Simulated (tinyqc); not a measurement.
# ESD clamp with bipolar snapback, compact model and design window: effect of the exponent of the multiplication

The drain junction multiplies the current that enters it: Igen = (M - 1)(Ic + I0), M = 1/(1 - (Vj/BV)^n). The generated holes leave through the substrate resistance and the base of the parasitic npn: Igen = Vb/Rb + Ic/be, Ic = Is exp(Vb/Vt). Terminal current I = Ic + I0 + Igen and voltage V = Vj + I Ro, per width. Isothermal, constant gain.

For given Vb: Ic, Igen, M = 1 + Igen/(Ic + I0), Vj = BV (1 - 1/M)^(1/n), I and V. Vt1 is the maximum of V along the curve, Vh the following minimum, Vt2 the voltage at I = It2. It1 and Ih are the currents at Vt1 and Vh.

Inputs (values chosen for the exercise); values close to those of grounded-gate n-channel clamps: temperature T = 300 K; junction breakdown voltage BV = 7.4 V; current gain of the parasitic npn be = 10; saturation current Is = 2.6e-17 A/um; junction leakage I0 = 8.3e-11 A/um; substrate resistance Rb = 97000 ohm um; drain ballast and contact resistance Ro = 370 ohm um; failure current for 100 ns It2 = 5.2 mA/um.

Constants: q = 1.602176634e-19 C, kB = 1.380649e-23 J/K, Vt = kB T/q. Results are converted to the units shown.

Result of one run:
```
n  Vt1 (V)  It1 (uA/um)  Vh (V)  Ih (uA/um)  Vt2 (V)  Vt2 - Vt1 (V)
5    7.401        4.347   4.900       408.8    6.520        -0.8812
```

What becomes of these results when the exponent of the multiplication n is changed from 5 to 4, all else the same?

Result of the changed run:
```
n  Vt1 (V)  It1 (uA/um)  Vh (V)  Ih (uA/um)  Vt2 (V)  Vt2 - Vt1 (V)
4    7.401        4.285   4.401       434.4    6.004         -1.397
```

The whole series:
```
n    Vt1 (V)  It1 (uA/um)  Vh (V)  Ih (uA/um)  Vt2 (V)  Vt2 - Vt1 (V)
2      7.401        4.096   2.590       466.9    4.174         -3.227
2.5    7.401        4.156   3.196       467.1    4.779         -2.623
3      7.401        4.206   3.682       458.9    5.270         -2.131
3.5    7.401        4.248   4.077       447.2    5.672         -1.730
4      7.401        4.285   4.401       434.4    6.004         -1.397
4.5    7.401        4.318   4.672       421.5    6.283         -1.118
5      7.401        4.347   4.900       408.8    6.520        -0.8812
5.5    7.401        4.373   5.095       396.7    6.724        -0.6779
6      7.401        4.398   5.264       385.3    6.900        -0.5016
```

As n goes from 2 to 6, Vt1 stays near 7.40 V, It1 rises from 4.10 to 4.40 uA/um, Vh rises from 2.59 to 5.26 V and Vt2 rises from 4.17 to 6.90 V. Vt2 exceeds Vt1, the condition for all fingers to turn on, in 0 of the 9 rows.

Program tinyqc, `OMP_NUM_THREADS=1 python tinyqc.py 2670144 2670145 out.jsonl`; Intel Xeon 2.30GHz, shared host, one thread, about 0.02 s.
